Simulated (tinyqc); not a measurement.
A spin-degenerate level with charging energy between two leads, rate equations: current against bias.

States 0, up, down and 2 with energies 0, e1 - Ez/2, e1 + Ez/2 and 2 e1 + U. mu_L = +V/2, mu_R = -V/2 (meV), f(x) = 1/(1 + exp(x/kB T)). A transition that adds one electron of given spin at the energy E has the rate G f(E - mu) from each lead, and its reverse G [1 - f(E - mu)]. I counts electrons leaving the left lead, times q.

Transition energies: 0-up e1 - Ez/2, 0-down e1 + Ez/2, up-2 e1 + U + Ez/2, down-2 e1 + U - Ez/2. dp/dt = W p; W_ji is the rate from state i to j, and each column sums to zero. Steady state: W p = 0 with sum p = 1. I = q GL sum over transitions i-j of [fL p_i - (1 - fL) p_j].

Inputs (values chosen for the exercise): charging energy of the second electron U = 9.4 meV; level e1 = 3.28 meV; tunnel rate to the left lead GL = 0.42 1/ns; tunnel rate to the right lead GR = 2.5 1/ns; temperature T = 1.3 K; Zeeman splitting Ez = 0 meV.

Constants: q = 1.602176634e-19 C, kB = 1.380649e-23 J/K, Vt = kB T/q. Results are converted to the units shown.

Result of one run:
```
V (mV),I (pA),I (GL + GR)/(q GL GR),mean number,p(2)
5.79,3.575,0.06206,0.008926,7.47e-42
```

What becomes of these results when the bias V is changed from 5.79 to 20.35 mV, all else the same?

Result of the changed run:
```
V (mV),I (pA),I (GL + GR)/(q GL GR),mean number,p(2)
20.35,100.7,1.749,0.2515,3.52e-12
```

The whole series:
```
V (mV),I (pA),I (GL + GR)/(q GL GR),mean number,p(2)
0.94,1.472e-9,2.554e-11,3.680e-12,1.22e-60
3.37,7.553e-5,1.311e-6,1.886e-7,3.22e-51
5.79,3.575,0.06206,0.008926,7.47e-42
8.22,100.7,1.748,0.2514,1.08e-35
10.65,100.7,1.749,0.2515,5.54e-31
13.07,100.7,1.749,0.2515,2.72e-26
15.5,100.7,1.749,0.2515,1.40e-21
17.93,100.7,1.749,0.2515,7.17e-17
20.35,100.7,1.749,0.2515,3.52e-12
22.78,100.7,1.749,0.2515,1.80e-7
25.21,105.2,1.826,0.2627,6.40e-3
27.63,115.2,2.000,0.2877,0.0207
30.06,115.2,2.000,0.2877,0.0207
```

The scaled current rises from 2.55e-11 to 2.00. A transition enters the bias window when V = 2 |E|: at 6.56, 25.4 mV, each step a few kB T = 0.112 meV wide. With all four transitions inside, the scaled current tends to 2 and the mean number to 2 GL/(GL + GR) = 0.288; the last row has 2.00 and 0.288.

Range of the model: Rate equations need hbar G well below kB T; cotunnelling and the Kondo effect are left out.

Program tinyqc, `OMP_NUM_THREADS=1 python tinyqc.py 2780127 2780128 out.jsonl`; Intel Xeon 2.30GHz, shared host, one thread, about 0.01 s.
